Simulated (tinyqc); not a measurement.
Bottom-up copper filling of a trench by curvature-enhanced accelerator coverage. Changing the exchange current of the suppressed surface i_0. Computed by tinyqc, a small Python program. Command: `OMP_NUM_THREADS=1 python tinyqc.py 3016422 3016423 out.jsonl superfill sweep`. One thread of a shared host (Intel(R) Xeon(R) Processor @ 2.30GHz), about 0.2 s of CPU time with the checks.

A rectangular trench keeps vertical walls and a flat floor. An accelerator floats on the surface; where area is lost in the corners it is passed on to the floor.

Inputs (values chosen for the exercise, close to those used for damascene copper plating):
```
quantity,value,unit
trench width w,210,nm
aspect ratio h/w,2.6,-
exchange current of the accelerated surface i_1,1.4,mA/cm^2
transfer coefficient alpha,0.46,-
overpotential eta,0.16,V
starting coverage theta_0,0.038,-
adsorption rate k_a,0,1/s
cupric ion concentration C,0.88,mol/l
diffusivity D,3.7e-06,cm^2/s
boundary layer delta,41,um
temperature T,298,K
```

Constants: e = 1.602176634e-19 C; N_A = 6.02214076e+23 1/mol; k_B = 8.617333262e-05 eV/K.

Method. Kinetic current i_k = [i_0 (1 - theta) + i_1 theta] exp(alpha eta/(k_B T)), limit i_L = 2 F D C/delta, i = 1/(1/i_k + 1/i_L); velocity v = i Omega/(2F), Omega = 7.11 cm^3/mol, F = e N_A. Depletion inside the trench is ignored. Half width x, floor height y, depth h = aspect ratio x w. dx/dt = -v_s, dy/dt = v_b. d theta_b/dt = k_a (1 - theta_b) + [theta_s v_b + theta_b v_s]/x: the floor takes the accelerator of the wall it covers and keeps its own as it narrows. d theta_s/dt = k_a (1 - theta_s). theta_b is capped at 1. Integrate (tolerance 1e-9) until the walls meet (x = 0.02 w/2) or the floor passes the original mouth y = h. Start: x = w/2, y = 0, theta_b = theta_s = theta_0. Height filled = y/h, opening left = x/(w/2).

One run for each value:
```
exchange current of the suppressed surface i_0 (mA/cm^2),ratio v(1)/v(theta_0),share of the height filled from the floor,"opening left, as a share of w"
0.007,20.267,1.0000,0.098499
0.014,18.234,1.0000,0.064365
0.026,15.563,0.9684,0.020000
0.050,12.047,0.7411,0.020000
0.097,8.372,0.5284,0.020000
0.190,5.251,0.3694,0.020000
0.360,3.158,0.2746,0.020000
0.700,1.799,0.2187,0.020000
```

Describe and explain the trends.

Over the rows, ratio v(1)/v(theta_0) falls from 20.3 to 1.80 (exponent d ln y / d ln x -0.15 between the first rows and -0.85 between the last); share of the height filled from the floor falls from 1.00 to 0.219, flat over part of the range; opening left, as a share of w falls from 0.0985 to 0.0200, flat over part of the range. A stronger suppressor (smaller i_0) raises the contrast, until theta_0 i_1 outweighs i_0.

Caution (all rows): real profiles develop slanted corners, and accelerator is consumed; both are left out.
